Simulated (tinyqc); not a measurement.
Changing the Luttinger gamma_1: shallow acceptor in the spherical model (Baldereschi-Lipari), strong spin-orbit limit. Computed by tinyqc, a small Python program. Command: `OMP_NUM_THREADS=1 python tinyqc.py 3030372 3030373 out.jsonl acceptor sweep`. One thread of a shared host (Intel(R) Xeon(R) Processor @ 2.30GHz), about 0.02 s of CPU time with the checks.

The 1S(3/2) state has an s envelope f(r) and a d envelope g(r). In effective units they obey -(f'' + 2f'/r + 2f/r) + mu (g'' + 5g'/r + 3g/r^2) = E f and -(g'' + 2g'/r - 6g/r^2 + 2g/r) + mu (f'' - f'/r) = E g. The cubic term, the split-off band and the central cell are left out.

Inputs (values chosen for the exercise, modelled on GaAs): Luttinger gamma_2 = 2.02; Luttinger gamma_3 = 2.91; dielectric constant eps = 12.3; spin-orbit gap Delta_so = 348 meV.

Constants: Ry = 13.605693123 eV; a_0 = 0.529177210903 angstrom.

Method:
- Ry* = Ry/(gamma_1 eps^2), a* = a_0 eps gamma_1, mu = (6 gamma_3 + 4 gamma_2)/(5 gamma_1), delta = (gamma_3 - gamma_2)/gamma_1; spherical masses 1/(gamma_1 (1 - mu)) (heavy) and 1/(gamma_1 (1 + mu)) (light).
- Basis: f_i = exp(-zeta_i r), g_i = r exp(-zeta_i r), weight r^2 dr, s = zeta_i + zeta_j. S_ff = 2/s^3, H_ff = zeta_i zeta_j S_ff - 2/s^2; S_gg = 24/s^5, H_gg = 8/s^3 + 24 zeta_i zeta_j/s^5 - 12/s^4; H(f_i, g_j) = mu (6 zeta_i^2/s^4 + 2 zeta_i/s^3); S_fg = 0. Each function is normalised by sqrt(S_ii).
- Large basis: zeta_i = 0.08 x 1.55^(i-1), i = 1..20 in each channel; overlap eigenvalues below 1e-11 are dropped.
- Binding energies are -E Ry*; the mass that fits is E(1S) eps^2/Ry.

One run for each value:
```
Luttinger gamma_1  1S(3/2) binding energy (meV)  d weight of 1S(3/2)      mu  Ry* (meV)
5.55                                      95.40               0.4086  0.9204      16.20
6.56                                      32.49               0.2811  0.7787      13.71
7.74                                      19.62               0.1967  0.6599      11.62
9.14                                      13.84               0.1385  0.5589       9.84
10.80                                     10.48               0.0978  0.4730       8.33
12.70                                      8.31               0.0701  0.4022       7.08
15.10                                      6.65               0.0492  0.3383       5.96
17.80                                      5.46               0.0353  0.2870       5.05
```

Describe the trends.

Over the rows, 1S(3/2) binding energy (meV) falls from 95.4 to 5.46 (exponent d ln y / d ln x -6.4 between the first rows and -1.2 between the last); d weight of 1S(3/2) falls from 0.409 to 0.0353 (exponent d ln y / d ln x -2.2 between the first rows and -2.0 between the last); mu falls from 0.920 to 0.287 (exponent d ln y / d ln x about -1.0 throughout).

Caution (rows 5.55): the binding exceeds a fifth of the spin-orbit gap Delta_so, so the split-off band, left out, matters. Caution (rows 5.55): the orbit is only a few bond lengths wide, so central-cell terms matter.
